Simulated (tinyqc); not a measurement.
## Scale length and length offset from two DIBL values

Problem. DIBL = exp(-Le/(2 l)) + 2 exp(-Le/l) with Le = L - dL. Find l, dL and the drawn length for a DIBL of 100 mV/V.

DIBL at drawn lengths 100 and 180 nm (mV/V): 87.202566  8.3416254

Solution. With e = exp(-Le/(2 l)), 2 e^2 + e = DIBL gives e and so Le/l at each length; Le/l is a straight line in L with slope 1/l.

l = 18.0 nm
dL = 7.10 nm
length for 100 mV/V = 95.7 nm

Numbers from tinyqc (`OMP_NUM_THREADS=1 python tinyqc.py 2002015 2002016 out.jsonl`; about 0.01 s on one thread of a shared Intel Xeon 2.30GHz).
